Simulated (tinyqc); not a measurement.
Phase-change memory cell, resistance drift and retention: effect of the operating temperature.

The amorphous state follows Ra = R0 (t/t0)^nu exp[(q Ec/kB)(1/T - 1/(300 K))], with nu taken as independent of T. An intermediate level follows the logarithmic mixing rule ln R = (1 - fa) ln Rc + fa ln Ra with constant Rc. The time to lose the data by crystallisation is tr = tx exp[(q Ex/kB)(1/T - 1/Tx)]; 1 year = 3.15576e7 s. These are empirical laws.

T10 is the temperature at which tr is ten years.

Inputs (values chosen for the exercise); values of the order found in chalcogenide phase-change cells:

| symbol | value | unit | meaning |
|---|---|---|---|
| R0 | 2.2 | Mohm | resistance of the amorphous state at t0 and 300 K |
| t0 | 0.1 | s | reference time |
| nu | 0.098 |  | drift exponent |
| Ec | 0.28 | eV | activation energy of conduction |
| Ex | 2.7 | eV | activation energy of crystallisation |
| Tx | 473 | K | temperature of a bake |
| tx | 8600 | s | time to crystallise in that bake |
| t | 3600 | s | time of the read |
| Rc | 31 | kohm | resistance of the crystalline state |

Constants: q = 1.602176634e-19 C, kB = 1.380649e-23 J/K. Results are converted to the units shown.

The same in every row: T10 (K) = 408.2.

Effect of the operating temperature:
```
T (K)  Ra (Mohm)  Ra/Rc  tr (years)
298        6.615  213.4    2.136e13
313        3.923  126.5    1.384e11
328        2.440  78.71     1.423e9
343        1.582  51.04     2.182e7
358        1.064  34.32     4.749e5
373       0.7385  23.82     1.406e4
388       0.5274  17.01       546.7
403       0.3861  12.46       27.06
418       0.2891  9.326       1.662
```

As T goes from 298 to 418 K, Ra falls from 6.61 to 0.289 Mohm, tr falls from 2.14e13 to 1.66 years and T10 stays at 408 K. Retention changes by 13 decades and the read window by 1.4, in the ratio Ex/Ec. For T = 298 to 373 K tr is an extrapolation over many decades from the bake and only says that crystallisation is no limit.

Program tinyqc, `OMP_NUM_THREADS=1 python tinyqc.py 2880143 2880144 out.jsonl`; Intel Xeon 2.30GHz, shared host, one thread, about 0.01 s.
